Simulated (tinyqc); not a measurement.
Decay across the direct gap: complex band structure along [001] in sp3s* tight binding.

For k = (0, 0, kz) the phase sums are g0 = cos(phi) and g3 = i sin(phi), phi = kz a/4, and the s, pz, s* orbitals of anion (a) and cation (c) decouple from px, py. With z = exp(i phi), H(z) = H0 + z T + T^T/z for any complex z. H0 is diagonal (Esa, Epa, Exa, Esc, Epc, Exc). The anion-cation block is B(z) = z U + W/z and the cation-anion block z W^T + U^T/z, where U has Vss/2 (s,s), Vsapc/2 (s,z), -Vscpa/2 (z,s), Vxx/2 (z,z), Vxapc/2 (s*,z), -Vpaxc/2 (z,s*), and W has the same values with the s-z and s*-z signs reversed. |z| = 1 is a band state, |z| < 1 decays along [001] as exp(-kappa d) over a distance d, kappa = -(4/a) ln|z|. No spin-orbit coupling.

Constants: hbar^2/2m0 = 3.80998211 eV angstrom^2.

Values chosen for the exercise (out of a larger set: near a published set for InAs, fitted to gaps, whose masses and valley positions are rough (light masses up to twice too heavy); not measured data): p = (-9.526, 0.911, -2.721, 3.731, 7.409, 6.734, -5.609, 1.837, 4.479, 3.035, 5.435, 3.377, 3.902) eV (order Esa, Epa, Esc, Epc, Exa, Exc, Vss, Vxx, Vxy, Vsapc, Vscpa, Vxapc, Vpaxc); a = 6.054 angstrom (lattice constant).

Ev = 0.00526 eV
EG (direct gap) = 0.43157 eV

masses of this model, from the curvature at Gamma (m0): m_lh 0.02916, m_e 0.03125

kappa of the imaginary branch at Gamma against three formulas: parabolic from the valence edge, sqrt(m_lh E/c); parabolic from the conduction edge, sqrt(m_e (EG - E)/c); two-band (Franz), sqrt(m E (1 - E/EG)/c) with m = 2 m_lh m_e/(m_lh + m_e). E from Ev; c = hbar^2/2m0.

kappa (1/angstrom):

| E/EG | E (eV) | tight binding | parabolic, valence | parabolic, conduction | two-band |
|---|---|---|---|---|---|
| 0.05 | 0.0216 | 0.0125 | 0.0129 | 0.0580 | 0.0127 |
| 0.15 | 0.0647 | 0.0206 | 0.0223 | 0.0549 | 0.0209 |
| 0.25 | 0.1079 | 0.0251 | 0.0287 | 0.0515 | 0.0253 |
| 0.35 | 0.1510 | 0.0277 | 0.0340 | 0.0480 | 0.0279 |
| 0.50 | 0.2158 | 0.0292 | 0.0406 | 0.0421 | 0.0292 |
| 0.75 | 0.3237 | 0.0255 | 0.0498 | 0.0297 | 0.0253 |
| 0.85 | 0.3668 | 0.0211 | 0.0530 | 0.0230 | 0.0209 |
| 0.95 | 0.4100 | 0.0129 | 0.0560 | 0.0133 | 0.0127 |

Give the missing row, E/EG = 0.65, E (eV) = 0.2805.

Computed row:
```
E/EG  E (eV)  tight binding  parabolic, valence  parabolic, conduction  two-band
0.65  0.2805         0.0280              0.0463                 0.0352    0.0279
```

The branch joins the light-hole and conduction bands and peaks, among these rows, at E/EG = 0.50 with kappa = 0.0292 1/angstrom. At mid-gap the parabola from the conduction edge is +44 % off and the two-band form +0.1 %; over 5 nm the parabola would misstate exp(-2 kappa d) by a factor 3.62.

tinyqc: `OMP_NUM_THREADS=1 python tinyqc.py 1482073 1482074 out.jsonl`; about 0.01 s, one thread, shared Intel(R) Xeon(R) Processor @ 2.30GHz.
